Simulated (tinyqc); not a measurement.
Mirror strength against the number of periods: longitudinal sound in a periodic multilayer: transfer matrices, stop bands and folded phonons. Computed by tinyqc, a small Python program. Command: `OMP_NUM_THREADS=1 python tinyqc.py 3012170 3012171 out.jsonl multilayer walk`. One thread of a shared host (Intel(R) Xeon(R) Processor @ 2.30GHz), about 0.01 s of CPU time with the checks.

Layers 1 and 2 repeat with period d = d_1 + d_2; waves travel normal to the layers, without loss. State vector (u, s): displacement u and stress divided by omega. Impedances Z = rho v are in 1e6 kg/(m^2 s).

Inputs (values chosen for the exercise, modelled on aluminium (layer 1), tungsten (layer 2) and silica (substrate)):

| quantity | value | unit |
|---|---|---|
| density rho_1 | 2.74 | g/cm^3 |
| velocity v_1 | 6510 | m/s |
| thickness d_1 | 18.4 | nm |
| density rho_2 | 19 | g/cm^3 |
| velocity v_2 | 5190 | m/s |
| thickness d_2 | 15 | nm |
| substrate density | 2.24 | g/cm^3 |
| substrate velocity | 5860 | m/s |
| frequency f | 128 | GHz |

Method:
- Z = rho v; interface reflection r = (Z_2 - Z_1)/(Z_2 + Z_1) (stress amplitude, from 1 into 2); Bragg frequency f_B = 1/[2 (d_1/v_1 + d_2/v_2)]; long-wave velocity v_eff = d/sqrt[(d_1/v_1)^2 + (d_2/v_2)^2 + (Z_1/Z_2 + Z_2/Z_1)(d_1/v_1)(d_2/v_2)].
- A layer maps (u, s) by [[cos p, sin p/Z], [-Z sin p, cos p]], p = 2 pi f d_i/v_i; one period is M = M_2 M_1, and cos(q d) = trace(M)/2.
- For N periods A = M^N. A wave comes from a thick layer of material 1 and leaves into the substrate (Z_s): transmitted power T = 4 Z_1 Z_s/|Z_1 A_22 + Z_s A_11 - i (Z_1 Z_s A_12 - A_21)|^2, reflected power R = 1 - T.

Bragg frequency f_B = 87.4647 GHz

Z_2 = 98.61

Z_1 = 17.8374

Z of the substrate = 13.1264

trace(M)/2 = -1.14690

Transmitted power:

| N | T at f_B | T at f_B (dB) | T at f |
|---|---|---|---|
| 1 | 0.091865 | -10.369 | 0.15950 |
| 2 | 0.0031488 | -25.019 | 0.036284 |
| 3 | 1.0323e-04 | -39.862 | 0.010898 |
| 4 | 3.3794e-06 | -54.712 | 0.0035735 |
| 6 | 3.6212e-09 | -84.412 | 4.1113e-04 |
| 8 | 3.8803e-12 | -114.11 | 4.8142e-05 |
| 12 | 4.4554e-18 | -173.51 | 6.6299e-07 |
| 16 | 5.1157e-24 | -232.91 | 9.1332e-09 |
| 24 | 6.7446e-36 | -351.71 | 1.7332e-12 |

What follows from these numbers?

At f_B each further period removes 14.85 dB at large N, which is 20 log10 of the impedance ratio, 14.85 dB, as for a quarter-wave stack; 99 % reflection needs N = 2 among these rows. At f, in a stop band, T decays as well. Values below about 1e-6 belong to the ideal stack: roughness and scattering into other modes, left out here, set a floor in a real one.
